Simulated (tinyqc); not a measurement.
Surface Green function of a zigzag honeycomb ribbon two chains wide, Sancho-Rubio decimation: one step of the calculation.

A semi-infinite lead of cells 0, 1, 2, ... with H0 inside a cell and H1 = <cell i|H|cell i + 1>. Cell of four sites joined 1-2-3-4 by -t; site 2 joins site 1 of the next cell and site 3 joins site 4 of the next cell. z = E + i eta.

Question. Decimation. Start with e_s = e = H0, a = H1, b = H1^dagger. Each round: g = (z - e)^(-1); e_s <- e_s + a g b; e <- e + a g b + b g a; a <- a g a; b <- b g b (all with the old a, b). Round k joins cells 2^k apart.

Values chosen for this exercise: energy E = 1.23 eV; broadening eta = 1e-9 eV.

H0 (eV):

|  | 1 | 2 | 3 | 4 |
|---|---|---|---|---|
| 1 | 0.19 | -1 | 0 | 0 |
| 2 | -1 | -0.19 | -1 | 0 |
| 3 | 0 | -1 | 0.19 | -1 |
| 4 | 0 | 0 | -1 | -0.19 |

H1 (eV):

|  | 1 | 2 | 3 | 4 |
|---|---|---|---|---|
| 1 | 0 | 0 | 0 | 0 |
| 2 | -1 | 0 | 0 | 0 |
| 3 | 0 | 0 | 0 | -1 |
| 4 | 0 | 0 | 0 | 0 |

Find: g; e_s after round 1; e after round 1; a after round 1; b after round 1.

Answer.

g (1/eV):

|  | 1 | 2 | 3 | 4 |
|---|---|---|---|---|
| 1 | 0.5946+0.0000i | 0.3816+0.0000i | -1.1365+0.0000i | 0.8003+0.0000i |
| 2 | 0.3816+0.0000i | -0.3969+0.0000i | 1.1819+0.0000i | -0.8324+0.0000i |
| 3 | -1.1365+0.0000i | 1.1819+0.0000i | -0.5419+0.0000i | 0.3816+0.0000i |
| 4 | 0.8003+0.0000i | -0.8324+0.0000i | 0.3816+0.0000i | 0.4355+0.0000i |

e_s after round 1 (eV):

|  | 1 | 2 | 3 | 4 |
|---|---|---|---|---|
| 1 | 0.1900+0.0000i | -1.0000+0.0000i | 0.0000+0.0000i | 0.0000+0.0000i |
| 2 | -1.0000+0.0000i | 0.4046+0.0000i | -0.1997+0.0000i | 0.0000+0.0000i |
| 3 | 0.0000+0.0000i | -0.1997+0.0000i | 0.6255+0.0000i | -1.0000+0.0000i |
| 4 | 0.0000+0.0000i | 0.0000+0.0000i | -1.0000+0.0000i | -0.1900+0.0000i |

e after round 1 (eV):

|  | 1 | 2 | 3 | 4 |
|---|---|---|---|---|
| 1 | -0.2069+0.0000i | -1.0000+0.0000i | 0.0000+0.0000i | 1.1819+0.0000i |
| 2 | -1.0000+0.0000i | 0.4046+0.0000i | -0.1997+0.0000i | 0.0000+0.0000i |
| 3 | 0.0000+0.0000i | -0.1997+0.0000i | 0.6255+0.0000i | -1.0000+0.0000i |
| 4 | 1.1819+0.0000i | 0.0000+0.0000i | -1.0000+0.0000i | -0.7319+0.0000i |

a after round 1 (eV):

|  | 1 | 2 | 3 | 4 |
|---|---|---|---|---|
| 1 | 0.0000+0.0000i | 0.0000+0.0000i | 0.0000+0.0000i | 0.0000+0.0000i |
| 2 | 0.3816+0.0000i | 0.0000+0.0000i | 0.0000+0.0000i | -1.1365+0.0000i |
| 3 | -0.8324+0.0000i | 0.0000+0.0000i | 0.0000+0.0000i | 0.3816+0.0000i |
| 4 | 0.0000+0.0000i | 0.0000+0.0000i | 0.0000+0.0000i | 0.0000+0.0000i |

b after round 1 (eV):

|  | 1 | 2 | 3 | 4 |
|---|---|---|---|---|
| 1 | 0.0000+0.0000i | 0.3816+0.0000i | -0.8324+0.0000i | 0.0000+0.0000i |
| 2 | 0.0000+0.0000i | 0.0000+0.0000i | 0.0000+0.0000i | 0.0000+0.0000i |
| 3 | 0.0000+0.0000i | 0.0000+0.0000i | 0.0000+0.0000i | 0.0000+0.0000i |
| 4 | 0.0000+0.0000i | -1.1365+0.0000i | 0.3816+0.0000i | 0.0000+0.0000i |

Computed by the program tinyqc: `OMP_NUM_THREADS=1 python tinyqc.py 2680046 2680047 out.jsonl`, one thread of a shared Intel Xeon 2.30GHz, about 0.05 s for the whole run.
